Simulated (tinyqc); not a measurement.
# Changing the diameter d

Model: single-domain magnet: Stoner-Wohlfarth switching, Neel-Arrhenius retention, LLG dynamics and spin torque. Computed by tinyqc, a small Python program. Command: `OMP_NUM_THREADS=1 python tinyqc.py 3031389 3031390 out.jsonl macro sweep`. One thread of a shared host (Intel(R) Xeon(R) Processor @ 2.30GHz), about 0.01 s of CPU time with the checks.

The moment is uniform, with unit vector m; z is the easy axis. mu_0 = 1.25663706212e-6 T m/A, gamma = 1.76085963023e11 rad/(s T).

Inputs (values chosen for the exercise, for a model magnet): saturation magnetisation M_s = 727 kA/m; thickness t = 1.2 nm; interface anisotropy K_i = 0.443 mJ/m^2; bulk anisotropy K_u = 0 kJ/m^3; exchange stiffness A = 18 pJ/m; temperature T = 250 K; attempt frequency f0 = 1 GHz; waiting time t_w = 1e-08 s; damping alpha = 0.03; spin-torque efficiency eta = 0.6; drive I/I_c0 = 2.6.

Shape: thin disc, easy axis normal to it.

Constants: k_B = 1.380649e-23 J/K; e = 1.602176634e-19 C; hbar = 1.054571817e-34 J s.

Method:
- The disc is treated as an oblate spheroid with p = t/d: N_z = [1 - p arccos(p)/sqrt(1 - p^2)]/(1 - p^2); V = pi d^2 t/4; K_eff = K_u + K_i/t + K_shape, K_shape = -(mu_0 M_s^2/4)(3 N_z - 1); mu_0 H_K = 2 K_eff/M_s.
- Delta = K_eff V/(k_B T); tau = exp(Delta)/f0; probability of a flip within t_w: P = 1 - exp(-t_w/tau). Wall width parameter sqrt(A/K_eff); a two-domain state costs 4 sqrt(A K_eff) times the cross-section that the wall cuts (d t).
- For axial symmetry and a polariser along z: I_c0 = (4 e alpha/(hbar eta)) K_eff V; relaxation time tau_D = (1 + alpha^2)/(alpha gamma mu_0 H_K); thermal start angle theta_0 = 1/sqrt(2 Delta); switching time about tau_D ln(pi/(2 theta_0))/(I/I_c0 - 1); precession frequency gamma mu_0 H_K/(2 pi (1 + alpha^2)).

One run for each value; columns: (1) diameter d (nm); (2) stability factor Delta; (3) barrier of the wall path / k_B T; (4) K_eff (kJ/m^3); (5) critical current I_c0 (microampere); (6) log10 of tau in s:
```
(1)     (2)     (3)     (4)     (5)          (6)
23    10.88   37.25  75.351   11.42  -4.2731e+00
28    14.74   43.36  68.874   15.46  -2.5967e+00
35    21.00   51.74  62.784   22.03   1.2041e-01
42    28.25   60.01  58.651   29.63   3.2690e+00
52    40.33   71.70  54.622   42.30   8.5149e+00
63    55.96   84.46  51.633   58.69   1.5302e+01
78    81.22  101.75  48.888   85.18   2.6272e+01
95   115.35  121.27  46.809  120.98   4.1097e+01
120  176.18  149.87  44.808  184.78   6.7516e+01
```

Over the rows, stability factor Delta rises from 10.9 to 176 (exponent d ln y / d ln x 1.5 between the first rows and 1.8 between the last); barrier of the wall path / k_B T rises from 37.3 to 150 (exponent d ln y / d ln x 0.77 between the first rows and 0.91 between the last); K_eff (kJ/m^3) falls from 75.4 to 44.8 (exponent d ln y / d ln x -0.46 between the first rows and -0.19 between the last). The wall path becomes the cheaper one between d = 95.0 and 120 nm; beyond that the true barrier follows the lower of the two. K_eff falls with d because N_z nears 1 as the disc gets flatter.

Caution (all rows): a flat cylinder has a smaller N_z than the spheroid of the same t/d, so K_eff of a real disc is larger. Caution (rows 120): a domain wall can cross the element at lower cost, so the single-domain barrier is an upper bound.

Extremes, crossings and ranges named in words are read from the listed rows.
